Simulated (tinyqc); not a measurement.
Atomic layer deposition: Langmuir saturation, growth per cycle and coating of deep features: one step, computed by the program tinyqc. Command: `OMP_NUM_THREADS=1 python tinyqc.py 3008393 3008394 out.jsonl ald walk`. One thread of a shared host (Intel(R) Xeon(R) Processor @ 2.30GHz), about 0.04 s of CPU time with the checks.

Precursor A sticks only on free sites, so a long enough pulse saturates; co-reactant B then frees the sites again.

Task: Exposure for a deep feature. Diffusion-limited filling (Gordon) of a round hole of diameter w: a saturation front at depth z needs dz/dt = D_K n/(z (4q/w)), with Knudsen D_K = w c/3 and F = n c/4; including the entrance and floor terms, t = (q/F)(1 + 19a/4 + 3a^2/2). Reaction-limited filling needs ln(100)/k_a at any depth, k_a = beta F/q. Flow is molecular. The front picture holds when the modulus a sqrt(beta) is well above 1. Depth reached by the given pulse: solve the same formula for a. Exposure = p x diffusion-limited time; 1 langmuir = 1.33322e-4 Pa s.

Inputs (values chosen for the exercise, modelled on hafnium oxide from an amide and water): site density q = 2.8 1/nm^2; sticking probability beta on free sites = 0.0029; precursor pressure p = 6.4 Pa; temperature T = 275 C; pulse time t = 0.062 s; aspect ratio a = 130.

Feature: round hole.

flux F = 35526.57 1/(nm^2 s)

Give: diffusion-limited time; exposure; modulus; aspect ratio reached by the front in time t.

Result:

diffusion-limited time = 2.047 s

exposure = 98249 langmuir

modulus = 7.001

aspect ratio reached by the front in time t = 21.36

Caution: the pulse is shorter than ln(100)/k_a, so even the open surface is not saturated and the depth reached has no meaning. Caution: the depth reached is formal here: it is under 2/sqrt(beta), so no sharp front has formed.
